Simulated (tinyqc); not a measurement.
Worked calculation: Pariser-Parr-Pople SCF with singles CI, for the molecule NC1=CC=CC=C(O)C=C1 (SMILES; centres numbered as the heavy atoms are written). One step of it, computed by the program tinyqc.

Task: PPP integrals. Ohno: gamma = 14.399645/sqrt(R^2 + a^2), a = 2 x 14.399645/(gamma_rr + gamma_ss); H_rr = -W_r - sum_(s != r) z_s gamma_rs; H_rs = beta for bonds.

Centres (angstrom, eV; a flat drawing with bonds scaled to 1.40 angstrom):
```
centre          x          y  core charge z          W   gamma_rr
1N       2.983000  -0.989000              2  25.600000  16.800000
2C       1.690000  -0.453000              1  11.160000  11.130000
3C       1.690000   0.947000              1  11.160000  11.130000
4C       0.700000   1.937000              1  11.160000  11.130000
5C      -0.700000   1.937000              1  11.160000  11.130000
6C      -1.690000   0.947000              1  11.160000  11.130000
7C      -1.690000  -0.453000              1  11.160000  11.130000
8O      -2.983000  -0.989000              2  33.000000  21.500000
9C      -0.700000  -1.443000              1  11.160000  11.130000
10C      0.700000  -1.443000              1  11.160000  11.130000
```

Resonance integrals (eV):
```
i    j       beta
1    2  -2.370000
2    3  -2.520000
3    4  -2.520000
4    5  -2.520000
5    6  -2.520000
6    7  -2.520000
7    8  -2.370000
7    9  -2.520000
9   10  -2.520000
10   2  -2.520000
```

Give: repulsion gamma_rs; core matrix H.

Result:

repulsion gamma_rs (eV):
```
          1N       2C       3C       4C       5C       6C       7C       8O
1N   16.8000   8.2828   5.6553   3.7384   2.9903   2.7894   2.9904   2.3947
2C    8.2828  11.1300   7.5539   4.9784   3.9788   3.7108   3.9787   3.0089
3C    5.6553   7.5539  11.1300   7.5537   4.9784   3.9787   3.7108   2.8044
4C    3.7384   4.9784   7.5537  11.1300   7.5539   4.9784   3.9788   3.0088
5C    2.9903   3.9788   4.9784   7.5539  11.1300   7.5537   4.9784   3.7747
6C    2.7894   3.7108   3.9787   4.9784   7.5537  11.1300   7.5539   5.7835
7C    2.9904   3.9787   3.7108   3.9788   4.9784   7.5539  11.1300   8.7021
8O    2.3947   3.0089   2.8044   3.0088   3.7747   5.7835   8.7021  21.5000
9C    3.7387   4.9784   3.9788   3.7108   3.9787   4.9784   7.5537   5.7843
10C   5.6561   7.5537   4.9784   3.9787   3.7108   3.9788   4.9784   3.7751

          9C      10C
1N    3.7387   5.6561
2C    4.9784   7.5537
3C    3.9788   4.9784
4C    3.7108   3.9787
5C    3.9787   3.7108
6C    4.9784   3.9788
7C    7.5537   4.9784
8O    5.7843   3.7751
9C   11.1300   7.5539
10C   7.5539  11.1300
```

core matrix H (eV):
```
           1N        2C        3C        4C        5C        6C        7C        8O
1N   -66.2308   -2.3700    0.0000    0.0000    0.0000    0.0000    0.0000    0.0000
2C    -2.3700  -70.4760   -2.5200    0.0000    0.0000    0.0000    0.0000    0.0000
3C     0.0000   -2.5200  -64.8122   -2.5200    0.0000    0.0000    0.0000    0.0000
4C     0.0000    0.0000   -2.5200  -61.3869   -2.5200    0.0000    0.0000    0.0000
5C     0.0000    0.0000    0.0000   -2.5200  -61.4226   -2.5200    0.0000    0.0000
6C     0.0000    0.0000    0.0000    0.0000   -2.5200  -65.0386   -2.5200    0.0000
7C     0.0000    0.0000    0.0000    0.0000    0.0000   -2.5200  -71.2776   -2.3700
8O     0.0000    0.0000    0.0000    0.0000    0.0000    0.0000   -2.3700  -74.4312
9C     0.0000    0.0000    0.0000    0.0000    0.0000    0.0000   -2.5200    0.0000
10C    0.0000   -2.5200    0.0000    0.0000    0.0000    0.0000    0.0000    0.0000

           9C       10C
1N     0.0000    0.0000
2C     0.0000   -2.5200
3C     0.0000    0.0000
4C     0.0000    0.0000
5C     0.0000    0.0000
6C     0.0000    0.0000
7C    -2.5200    0.0000
8O     0.0000    0.0000
9C   -66.9388   -2.5200
10C   -2.5200  -66.7550
```
